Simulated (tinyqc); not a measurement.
Worked calculation: RKS/B3LYP (VWN-RPA form) in the sto-3g basis, for BeH2, spin multiplicity 1. One step of it, computed by the program tinyqc.

Question. Iteration 2: building the Kohn-Sham matrix. J_ij = sum D_kl (ij|kl), K_ij = sum D_kl (ik|jl); F = H + J - 0.1 K + V_xc; E = tr D H + tr D J / 2 - 0.05 tr D K + E_xc + E_nn.

D after iteration 1, order 1Be 1s, 1Be 2s, 1Be 2px, 1Be 2py, 1Be 2pz, 2H 1s, 3H 1s:
$$\begin{pmatrix}
2.002123 & -0.020927 & 0.000000 & 0.000000 & -0.002789 & -0.200963 & -0.200963 \\
-0.020927 & 0.280736 & 0.000000 & 0.000000 & 0.004859 & 0.395549 & 0.395549 \\
0.000000 & 0.000000 & 0.000000 & 0.000000 & 0.000000 & 0.000000 & 0.000000 \\
0.000000 & 0.000000 & 0.000000 & 0.215397 & 0.000000 & 0.352123 & -0.352123 \\
-0.002789 & 0.004859 & 0.000000 & 0.000000 & 0.000087 & 0.007054 & 0.007054 \\
-0.200963 & 0.395549 & 0.000000 & 0.352123 & 0.007054 & 1.147654 & -0.003620 \\
-0.200963 & 0.395549 & 0.000000 & -0.352123 & 0.007054 & -0.003620 & 1.147654
\end{pmatrix}$$

core Hamiltonian H = T + V (hartree), order 1Be 1s, 1Be 2s, 1Be 2px, 1Be 2py, 1Be 2pz, 2H 1s, 3H 1s:
$$\begin{pmatrix}
-8.552435 & -2.110110 & 0.000000 & 0.000000 & -0.001123 & -0.365595 & -0.365595 \\
-2.110110 & -2.762598 & 0.000000 & 0.000000 & -0.010341 & -1.001846 & -1.001846 \\
0.000000 & 0.000000 & -2.232054 & 0.000000 & 0.000000 & 0.000000 & 0.000000 \\
0.000000 & 0.000000 & 0.000000 & -2.419485 & 0.000000 & -1.104224 & 1.104224 \\
-0.001123 & -0.010341 & 0.000000 & 0.000000 & -2.232377 & -0.046674 & -0.046674 \\
-0.365595 & -1.001846 & 0.000000 & -1.104224 & -0.046674 & -2.004115 & -0.055818 \\
-0.365595 & -1.001846 & 0.000000 & 1.104224 & -0.046674 & -0.055818 & -2.004115
\end{pmatrix}$$

Two-electron integrals (ij|kl) in chemists' order, unique and non-zero (hartree):
```
(11|11) 2.298831    (21|11) 0.392036    (21|21) 0.079539    (22|11) 0.570988
(22|21) 0.143041    (22|22) 0.417683    (31|31) 0.014607    (32|31) 0.021888
(32|32) 0.092265    (33|11) 0.569578    (33|21) 0.143083    (33|22) 0.417589
(33|33) 0.449859    (41|41) 0.014607    (42|41) 0.021888    (42|42) 0.092265
(43|43) 0.024249    (44|11) 0.569578    (44|21) 0.143083    (44|22) 0.417589
(44|33) 0.401360    (44|44) 0.449859    (51|51) 0.014607    (52|51) 0.021888
(52|52) 0.092265    (53|53) 0.024249    (54|54) 0.024249    (55|11) 0.569578
(55|21) 0.143083    (55|22) 0.417589    (55|33) 0.401360    (55|44) 0.401360
(55|55) 0.449859    (61|11) 0.066151    (61|21) 0.013414    (61|22) 0.024335
(61|33) 0.024167    (61|41) 0.001180    (61|42) 0.002233    (61|44) 0.024682
(61|51) 0.000049    (61|52) 0.000093    (61|54) 0.000021    (61|55) 0.024168
(61|61) 0.002371    (62|11) 0.172623    (62|21) 0.043943    (62|22) 0.141401
(62|33) 0.135896    (62|41) 0.005723    (62|42) 0.036226    (62|44) 0.152255
(62|51) 0.000237    (62|52) 0.001503    (62|54) 0.000679    (62|55) 0.135924
(62|61) 0.008200    (62|62) 0.073560    (63|31) 0.003872    (63|32) 0.018515
(63|43) 0.006141    (63|53) 0.000255    (63|63) 0.006426    (64|11) 0.189672
(64|21) 0.048843    (64|22) 0.164662    (64|33) 0.154925    (64|41) 0.009227
(64|42) 0.056114    (64|44) 0.183940    (64|51) 0.000222    (64|52) 0.001560
(64|54) 0.000949    (64|55) 0.154954    (64|61) 0.009486    (64|62) 0.097066
(64|64) 0.131716    (65|11) 0.007867    (65|21) 0.002026    (65|22) 0.006830
(65|33) 0.006426    (65|41) 0.000222    (65|42) 0.001560    (65|44) 0.007120
(65|51) 0.003881    (65|52) 0.018579    (65|54) 0.006170    (65|55) 0.006937
(65|61) 0.000393    (65|62) 0.004026    (65|64) 0.005197    (65|65) 0.006642
(66|11) 0.341283    (66|21) 0.088382    (66|22) 0.319599    (66|33) 0.296711
(66|41) 0.012972    (66|42) 0.107741    (66|44) 0.364979    (66|51) 0.000538
(66|52) 0.004469    (66|54) 0.002832    (66|55) 0.296828    (66|61) 0.016841
(66|62) 0.214607    (66|64) 0.299657    (66|65) 0.012429    (66|66) 0.774606
(71|11) 0.066151    (71|21) 0.013414    (71|22) 0.024335    (71|33) 0.024167
(71|41) -0.001180   (71|42) -0.002233   (71|44) 0.024682    (71|51) 0.000049
(71|52) 0.000093    (71|54) -0.000021   (71|55) 0.024168    (71|61) 0.002167
(71|62) 0.006924    (71|64) 0.007446    (71|65) 0.000336    (71|66) 0.013808
(71|71) 0.002371    (72|11) 0.172623    (72|21) 0.043943    (72|22) 0.141401
(72|33) 0.135896    (72|41) -0.005723   (72|42) -0.036226   (72|44) 0.152255
(72|51) 0.000237    (72|52) 0.001503    (72|54) -0.000679   (72|55) 0.135924
(72|61) 0.006924    (72|62) 0.036755    (72|64) 0.039468    (72|65) 0.001991
(72|66) 0.078664    (72|71) 0.008200    (72|72) 0.073560    (73|31) 0.003872
(73|32) 0.018515    (73|43) -0.006141   (73|53) 0.000255    (73|63) 0.002469
(73|73) 0.006426    (74|11) -0.189672   (74|21) -0.048843   (74|22) -0.164662
(74|33) -0.154925   (74|41) 0.009227    (74|42) 0.056114    (74|44) -0.183940
(74|51) -0.000222   (74|52) -0.001560   (74|54) 0.000949    (74|55) -0.154954
(74|61) -0.007446   (74|62) -0.039468   (74|64) -0.041272   (74|65) -0.002107
(74|66) -0.084156   (74|71) -0.009486   (74|72) -0.097066   (74|74) 0.131716
(75|11) 0.007867    (75|21) 0.002026    (75|22) 0.006830    (75|33) 0.006426
(75|41) -0.000222   (75|42) -0.001560   (75|44) 0.007120    (75|51) 0.003881
(75|52) 0.018579    (75|54) -0.006170   (75|55) 0.006937    (75|61) 0.000336
(75|62) 0.001991    (75|64) 0.002107    (75|65) 0.002574    (75|66) 0.004341
(75|71) 0.000393    (75|72) 0.004026    (75|74) -0.005197   (75|75) 0.006642
(76|11) 0.009410    (76|21) 0.002330    (76|22) 0.006610    (76|33) 0.006519
(76|44) 0.006786    (76|51) 0.000026    (76|52) 0.000130    (76|55) 0.006523
(76|61) 0.000398    (76|62) 0.002296    (76|64) 0.002710    (76|65) 0.000138
(76|66) 0.005318    (76|71) 0.000398    (76|72) 0.002296    (76|74) -0.002710
(76|75) 0.000138    (76|76) 0.000106    (77|11) 0.341283    (77|21) 0.088382
(77|22) 0.319599    (77|33) 0.296711    (77|41) -0.012972   (77|42) -0.107741
(77|44) 0.364979    (77|51) 0.000538    (77|52) 0.004469    (77|54) -0.002832
(77|55) 0.296828    (77|61) 0.013808    (77|62) 0.078664    (77|64) 0.084156
(77|65) 0.004341    (77|66) 0.171470    (77|71) 0.016841    (77|72) 0.214607
(77|74) -0.299657   (77|75) 0.012429    (77|76) 0.005318    (77|77) 0.774606
```

nuclear repulsion = 2.91274751 hartree

V_xc (hartree), order 1Be 1s, 1Be 2s, 1Be 2px, 1Be 2py, 1Be 2pz, 2H 1s, 3H 1s:
$$\begin{pmatrix}
-1.199965 & -0.171404 & 0.000000 & 0.000000 & -0.000098 & -0.029272 & -0.029272 \\
-0.171404 & -0.236551 & 0.000000 & 0.000000 & -0.003163 & -0.114328 & -0.114328 \\
0.000000 & 0.000000 & -0.206444 & 0.000000 & 0.000000 & 0.000000 & 0.000000 \\
0.000000 & 0.000000 & 0.000000 & -0.292020 & 0.000000 & -0.152375 & 0.152375 \\
-0.000098 & -0.003163 & 0.000000 & 0.000000 & -0.206553 & -0.006339 & -0.006339 \\
-0.029272 & -0.114328 & 0.000000 & -0.152375 & -0.006339 & -0.399513 & -0.004352 \\
-0.029272 & -0.114328 & 0.000000 & 0.152375 & -0.006339 & -0.004352 & -0.399513
\end{pmatrix}$$

E_xc = sum of w rho eps_xc = -2.98759902 hartree

Give: Coulomb J; exchange K; Kohn-Sham matrix F; total energy of this density.

Answer.

Coulomb J (hartree), order 1Be 1s, 1Be 2s, 1Be 2px, 1Be 2py, 1Be 2pz, 2H 1s, 3H 1s:
$$\begin{pmatrix}
6.1398 & 1.1830 & 0.0000 & 0.0000 & 0.0021 & 0.2013 & 0.2013 \\
1.1830 & 2.5143 & 0.0000 & 0.0000 & 0.0161 & 0.9303 & 0.9303 \\
0.0000 & 0.0000 & 2.4331 & 0.0000 & 0.0000 & 0.0000 & 0.0000 \\
0.0000 & 0.0000 & 0.0000 & 2.6666 & 0.0000 & 1.1272 & -1.1272 \\
0.0021 & 0.0161 & 0.0000 & 0.0000 & 2.4334 & 0.0483 & 0.0483 \\
0.2013 & 0.9303 & 0.0000 & 1.1272 & 0.0483 & 2.4239 & 0.0414 \\
0.2013 & 0.9303 & 0.0000 & -1.1272 & 0.0483 & 0.0414 & 2.4239
\end{pmatrix}$$

exchange K (hartree), order 1Be 1s, 1Be 2s, 1Be 2px, 1Be 2py, 1Be 2pz, 2H 1s, 3H 1s:
$$\begin{pmatrix}
4.5867 & 0.8198 & 0.0000 & 0.0000 & -0.0009 & 0.1384 & 0.1384 \\
0.8198 & 0.6984 & 0.0000 & 0.0000 & 0.0207 & 0.5356 & 0.5356 \\
0.0000 & 0.0000 & 0.1090 & 0.0000 & 0.0000 & 0.0000 & 0.0000 \\
0.0000 & 0.0000 & 0.0000 & 0.7942 & 0.0000 & 0.6426 & -0.6426 \\
-0.0009 & 0.0207 & 0.0000 & 0.0000 & 0.1099 & 0.0240 & 0.0240 \\
0.1384 & 0.5356 & 0.0000 & 0.6426 & 0.0240 & 1.3165 & 0.0181 \\
0.1384 & 0.5356 & 0.0000 & -0.6426 & 0.0240 & 0.0181 & 1.3165
\end{pmatrix}$$

Kohn-Sham matrix F (hartree), order 1Be 1s, 1Be 2s, 1Be 2px, 1Be 2py, 1Be 2pz, 2H 1s, 3H 1s:
$$\begin{pmatrix}
-4.0713 & -1.1805 & 0.0000 & 0.0000 & 0.0010 & -0.2074 & -0.2074 \\
-1.1805 & -0.5547 & 0.0000 & 0.0000 & 0.0005 & -0.2395 & -0.2395 \\
0.0000 & 0.0000 & -0.0163 & 0.0000 & 0.0000 & 0.0000 & 0.0000 \\
0.0000 & 0.0000 & 0.0000 & -0.1244 & 0.0000 & -0.1937 & 0.1937 \\
0.0010 & 0.0005 & 0.0000 & 0.0000 & -0.0165 & -0.0072 & -0.0072 \\
-0.2074 & -0.2395 & 0.0000 & -0.1937 & -0.0072 & -0.1113 & -0.0206 \\
-0.2074 & -0.2395 & 0.0000 & 0.1937 & -0.0072 & -0.0206 & -0.1113
\end{pmatrix}$$

total energy of this density = -15.569993 hartree
